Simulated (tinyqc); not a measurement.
Size of the sine basis: hole subbands of a hard-walled well, four-band Luttinger model.

Hole energies are counted downwards from the unstrained band edge, c = hbar^2/2m0. After the usual block transformation one block is H = [[P + Q - Zs, R - i S], [R + i S, P - Q + Zs]] in (heavy, light), with P +/- Q = c [(g1 +/- g2) k^2 + (g1 -/+ 2 g2) kz^2], R = sqrt(3) c gR k^2, S = 2 sqrt(3) c g3 k kz, kz = -i d/dz; axial approximation gR = (g2 + g3)/2. Zs = b (e_par - e_perp) is the shear part of the strain (the hydrostatic part shifts all levels alike and is left out). Basis sqrt(2/L) sin(n pi z/L), n = 1 to N, for each component: kz^2 gives (n pi/L)^2 and the heavy-light block is R delta_nm - 2 sqrt(3) c g3 k D_nm with D_nm = 4 n m/(L (n^2 - m^2)) for n + m odd, 0 otherwise. The other block has the same levels. The split-off band is left out.

Constants: hbar^2/2m0 = 3.80998211 eV angstrom^2.

Values chosen for the exercise (near those of InAs; not measured data):
- g1 = 20.1 (Luttinger gamma1)
- g2 = 8.51 (gamma2)
- g3 = 9.21 (gamma3)
- L = 190 angstrom (well width along [001])
- k = 0.0248 1/angstrom (wave vector in the plane)

shear strain energy Zs = 0.043430 eV

The four lowest hole energies at the given k for growing N.

Hole energies (meV):

| N | E1 | E2 | E3 | E4 |
|---|---|---|---|---|
| 2 | 2.118 | 17.261 | 138.390 | 240.001 |
| 3 | -3.756 | 1.617 | 32.633 | 136.098 |
| 4 | -4.993 | -3.786 | 16.601 | 44.586 |
| 6 | -5.095 | -4.215 | 10.945 | 24.505 |
| 10 | -5.129 | -4.357 | 10.249 | 23.682 |
| 20 | -5.138 | -4.395 | 10.113 | 23.510 |
| 40 | -5.140 | -4.401 | 10.097 | 23.489 |
| 80 | -5.140 | -4.401 | 10.095 | 23.486 |

Is N = 3 enough for 1 meV in the two lowest levels?

No: against N = 80, N = 3 errs by up to 6.02 meV in E1 and E2, always upwards, as a variational basis must. Both are within 0.1 meV of N = 80 from N = 10 on; N = 40 and N = 80 differ by 7.1e-04 meV at most.

Program tinyqc; command `OMP_NUM_THREADS=1 python tinyqc.py 1282344 1282345 out.jsonl`; about 0.1 s on one thread of a shared Intel(R) Xeon(R) Processor @ 2.30GHz.
